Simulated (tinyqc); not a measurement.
Resistance of a tapered via with liner, size effect and interface: via resistance against the diameter at the bottom.

A round via whose diameter grows from db at the bottom as D(z) = db + 2 z/tan(ang). The fill, of diameter D - 2 tl, starts above the bottom liner (thickness fb tl) and has rho = rho0 (1 + ks lam/(D - 2 tl)); the sidewall liner conducts in parallel with it. The bottom liner and the interface are crossed over the full area pi db^2/4. Spreading in the lines above and below is left out.

Slices between z0 = fb tl and hv, evaluated at their midpoints: conductance per length pi/4 [(D - 2 tl)^2/rho + (D^2 - (D - 2 tl)^2)/rl], slice resistance = slice height over that. 2000 slices. R_fill = sum of the slices; R_bottom = rl fb tl/(pi db^2/4); R_interface = ri/(pi db^2/4); ballistic (Sharvin) limit 1/(Sb pi (db - 2 tl)^2/4); ideal cylinder rho0 hv/(pi db^2/4).

Values chosen for this exercise; fill metal close to cobalt:
- hv = 180 nm (height)
- ang = 85 degrees (sidewall angle)
- rho0 = 6.08 uohm cm (bulk resistivity of the fill)
- lam = 11.9 nm (mean free path of the fill)
- ks = 1.3 (size-effect factor)
- tl = 1.5 nm (liner on the sidewall)
- fb = 1 (liner at the bottom over that on the sidewall)
- rl = 470 uohm cm (resistivity of the liner)
- ri = 1.1e-12 ohm cm^2 (interface resistivity at the bottom)
- Sb = 1e15 S/m^2 (ballistic conductance per area, about 3/(4 rho0 lam))

Result of one run:
columns A: db (nm); B: R_fill (ohm); C: R_bottom (ohm); D: R_interface (ohm); E: R (ohm); F: ballistic limit (ohm); G: R over ideal cylinder; H: largest part
```
A        B       C         D       E        F       G     H
58  3.5488  2.6684  0.041634  6.2588  0.42091  1.5110  fill
```

What becomes of these results when the diameter at the bottom db is changed from 58 to 8.3 nm, all else the same?

Result of the changed run:
columns A: db (nm); B: R_fill (ohm); C: R_bottom (ohm); D: R_interface (ohm); E: R (ohm); F: ballistic limit (ohm); G: R over ideal cylinder; H: largest part
```
A         B       C       D       E       F       G     H
8.3  170.11  130.30  2.0330  302.44  45.327  1.4952  fill
```

The whole series:
columns A: db (nm); B: R_fill (ohm); C: R_bottom (ohm); D: R_interface (ohm); E: R (ohm); F: ballistic limit (ohm); G: R over ideal cylinder; H: largest part
```
A         B       C         D       E        F       G     H
6    405.36  249.34    3.8905  658.59   141.47  1.7015  fill
8.3  170.11  130.30    2.0330  302.44   45.327  1.4952  fill
11   88.825  74.185    1.1575  164.17   19.894  1.4256  fill
16   40.817  35.064   0.54710  76.428   7.5340  1.4041  fill
22   21.981  18.546   0.28937  40.816   3.5270  1.4177  fill
30   12.230  9.9737   0.15562  22.360   1.7466  1.4442  fill
42   6.5100  5.0886  0.079397  11.678  0.83711  1.4784  fill
58   3.5488  2.6684  0.041634  6.2588  0.42091  1.5110  fill
80   1.9290  1.4026  0.021884  3.3534  0.21475  1.5402  fill
```

R falls from 659 to 3.35 ohm. The fill is the largest part at db = 6 and in all other rows. R goes as db^(-2.40) between the first two rows and db^(-1.94) between the last two; area alone gives -2.

tinyqc, about 0.01 s, one thread, Intel Xeon 2.30GHz (shared host): `OMP_NUM_THREADS=1 python tinyqc.py 2750126 2750127 out.jsonl`
